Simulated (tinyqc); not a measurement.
Inside a calculation. Model: ballistic Schottky-barrier transistor with a one-dimensional channel, WKB contacts.

Program tinyqc, `OMP_NUM_THREADS=1 python tinyqc.py 2390062 2390063 out.jsonl`; Intel Xeon 2.30GHz, shared host, one thread, about 0.08 s. Printed values are rounded.

Source Fermi level 0, drain Fermi level -Vd. Far from the contacts Ec = pn - psi, and the gate moves psi one to one; the band edges relax as exp(-x/lam) from pn at the source and pn - Vd at the drain; Ev = Ec - Eg. A carrier of energy w inside the channel band meets at a contact a barrier of height D (the contact edge beyond the channel edge): T = 1 for w >= D, else exp(-S), S = 4 lam sqrt(m/C) [sqrt(D - w) - sqrt(w) arctan sqrt((D - w)/w)], C = hbar^2/(2 m0). The two contacts combine as Ts Td/(Ts + Td - Ts Td).

Inputs (values chosen for the exercise); channel values close to those of a carbon nanotube:
- T = 250 K (temperature)
- Eg = 0.862 eV (band gap)
- pn = 0.32 eV (barrier for electrons at both contacts)
- mn = 0.059 m0 (electron mass)
- mp = 0.061 m0 (hole mass)
- g = 2 (valleys or subbands)
- lam = 1.7 nm (screening length at the contacts)
- Vd = 0.7 V (drain bias)
- ps = -0.11 V (band shift psi of the channel by the gate)
- w0 = 0.3 eV (energy of one carrier inside the channel band)
- wm = 0.96 eV (upper end of the grid)
- nE = 17 (points of the grid)

Constants: q = 1.602176634e-19 C, kB = 1.380649e-23 J/K, hbar = 1.054571817e-34 J s, h = 6.62607015e-34 J s, m0 = 9.1093837015e-31 kg, Vt = kB T/q, hbar^2/(2 m0) = 0.0380998212 eV nm^2. Results are converted to the units shown.

Range of the model: No scattering, image-force lowering, channel charge or band-to-band tunnelling; parabolic kappa overstates S deep in the gap.

## Band edges and barriers

Electrons: Ds = psi, Dd = psi - Vd, Es = Ec, Ed = Ec + Vd. Holes: Ds = -psi, Dd = Vd - psi, Es = -Ev, Ed = -Ev - Vd. The size of each current is taken; both flow from drain to source and add.

Ec = 0.43 eV
Ev = -0.432 eV
D for electrons (eV): source -0.110000, drain -0.810000
D for holes (eV): source 0.110000, drain 0.810000

A negative D is no barrier. Here the holes carry the larger current.

## Transmission of one of the holes

S and T at both contacts for w = w0, and the tunnelling distance lam ln(D/w) at the higher barrier.

S at the source = 0
S at the drain = 1.82531
combined T = 0.161167
tunnelling distance = 1.68853 nm

## Current of the holes on a coarse grid

I = g (2 q^2/h) int T(w) [f(Es + w) - f(Ed + w)] dw, f(y) = 1/(1 + exp(y/Vt)). Electrons: Ds = psi, Dd = psi - Vd, Es = Ec, Ed = Ec + Vd. Holes: Ds = -psi, Dd = Vd - psi, Es = -Ev, Ed = -Ev - Vd. The size of each current is taken; both flow from drain to source and add. Simpson's rule on nE equally spaced w from 0 to wm.

```
point    w (eV)         Ts          Td           T  size of the supply difference
0      0.000000  0.0576305  4.33416e-4  4.30366e-4                       0.999996
1      0.060000   0.694479  0.00889894  0.00886423                       0.999936
2      0.120000          1   0.0261753   0.0261753                       0.998962
3      0.180000          1   0.0557315   0.0557315                       0.983452
4      0.240000          1    0.100152    0.100152                       0.785786
5      0.300000          1    0.161167    0.161167                       0.184616
6      0.360000          1    0.239346    0.239346                      0.0137827
7      0.420000          1    0.333836    0.333836                     8.61867e-4
8      0.480000          1    0.442190    0.442190                     5.32408e-5
9      0.540000          1    0.560268    0.560268                     3.28640e-6
10     0.600000          1    0.682195    0.682195                     2.02850e-7
11     0.660000          1    0.800288    0.800288                     1.25207e-8
12     0.720000          1    0.904708    0.904708                    7.72825e-10
13     0.780000          1    0.981496    0.981496                    4.77017e-11
14     0.840000          1           1           1                    2.94434e-12
15     0.900000          1           1           1                    1.81736e-13
16     0.960000          1           1           1                    1.12174e-14
```

current = 1.83361 uA

A converged quadrature gives 1.885 uA; this grid is 2.8 % below that. Under 0.001 % of it passes over both barriers, the rest tunnels. The other carrier adds 7.16e-9 uA.
